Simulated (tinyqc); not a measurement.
Inside a calculation: deformation potentials from a strained empirical pseudopotential. Values are carried at full precision from step to step, so a last printed digit may differ when a step is redone from the rounded ones.

Diamond lattice, no spin-orbit coupling. Atomic form factor V(q) = a1 (q^2 - a2)/(a3 exp(a4 q^2) - 1) in rydberg with q in 1/bohr, for the unstrained cell. Under a strain e the reciprocal vectors and k go over into (1 + e)^(-1) G, the atoms sit at +/- tau with tau = (1 + e) a (1,1,1)/8 - zeta a (eyz, ezx, exy)/4, and H(G,G') = c |k + G|^2 delta + (V(q)/det(1 + e)) cos(q.tau), q = G - G', with the term q = 0 left out; c = hbar^2/2m0. The basis is fixed before straining: all G with |k + G|^2 up to 16 (2 pi/a)^2. k is given in units of 2 pi/a of the unstrained cell.

Constants: a0 (Bohr radius) = 0.5291772105 angstrom; hbar^2/2m0 = 3.80998211 eV angstrom^2; Ry = 13.60569312 eV.

Inputs chosen for the exercise (near those of Si; the results hold for these values, not for the real material):
- a = 5.437 angstrom (lattice constant)
- A = (0.537, 2.172, 2.046, 0.488) (a1 (Ry bohr^2), a2 (1/bohr^2), a3, a4 (bohr^2))
- h = 0.001 (size of the test strain)
- kD = 0.82 2 pi/a (position of the Delta minimum)
- zeta = 0.64 (internal-strain parameter)

## Form factors, unstrained and under a volume change

q^2 = n (2 pi/a)^2 a0^2 for the shells n = 3, 8, 11; for e = h 1, q^2 is divided by (1 + h)^2 and V by (1 + h)^3. Last column: the change divided by the relative change of volume, (1 + h)^3 - 1.

Form factors:

| n | q^2 (1/bohr^2) | V (Ry) | V expanded (Ry) | dV/(dVol/Vol) (Ry) |
|---|---|---|---|---|
| 3 | 1.12193 | -0.22223 | -0.22238 | -0.0487 |
| 8 | 2.99181 | 0.05637 | 0.05597 | -0.1314 |
| 11 | 4.11373 | 0.07327 | 0.07305 | -0.0718 |

## Gaps under a volume change

e = -h 1, 0, +h 1; gaps from the valence top to the s-like level at Gamma (level 8), and to level 5 at (kD,0,0) and (1/2,1/2,1/2).

Gaps (eV):

| gap | e = -h | e = 0 | e = +h |
|---|---|---|---|
| Gamma, s-like | 4.23513 | 4.20865 | 4.18217 |
| Delta | 1.13072 | 1.13876 | 1.14671 |
| L | 2.06376 | 2.05804 | 2.05230 |

## Hydrostatic deformation potentials

a = [E(+h) - E(-h)]/(3 ln((1 + h)/(1 - h))).

a of the gaps to Gamma, Delta, L (eV): -8.83  2.67  -1.91

Compression opens the Gamma gap, opens the L gap and closes the Delta gap. Only differences are defined here: the absolute shifts depend on the mean potential, which this model leaves out.

## Tetragonal strain

e = diag(-h/2, -h/2, h). Level 5 at (kD,0,0) and (0,0,kD), and levels 2 to 4 at Gamma, all from the mean of the three valence levels.

Delta x, Delta z (eV): 1.13477  1.14674

valence levels (eV): -0.00986  0.00493  0.00493

## Xu of the Delta valleys and b

For e = diag(-h/2, -h/2, h): E(Delta z) - E(Delta x) = Xu (ezz - exx), and without spin-orbit coupling E(Z) - E(X, Y) = 3 b (ezz - exx); Z is the single level, X and Y the pair.

Xu = 7.98 eV
b = -3.29 eV

Stretching along z raises the valleys on the z axis and lowers the Z valence state. One-sided differences carry an error of order h. A local potential fitted to band energies alone fixes these slopes only roughly; b tends to come out too large and Xu of L too small.

## Trigonal strain

exy = eyz = ezx = h, with the internal displacement. Level 5 at (1/2,1/2,1/2) and (1/2,-1/2,-1/2), and levels 2 to 4 at Gamma, from the mean of the three valence levels.

L [111], L [1-1-1] (eV): 2.08214  2.04998

valence levels (eV): -0.01782  0.00891  0.00891

## Xu of the L valleys and d

For the tensor strain exy = eyz = ezx = h: E(L [111]) - E(L [1-1-1]) = (8/3) Xu h, and E(single valence level) - E(pair) = 3 sqrt(3) d h. Find Xu and d.

Xu (L) = 12.06 eV
d = -5.14 eV

## Checks

- Level 5 at (kD,0,0) and (0,kD,0) under the tetragonal strain (eV): both 11.2790.

Run: tinyqc, `OMP_NUM_THREADS=1 python tinyqc.py 1851187 1851188 out.jsonl`; Intel(R) Xeon(R) Processor @ 2.30GHz, one thread, shared host; about 0.3 s of CPU time with all checks.
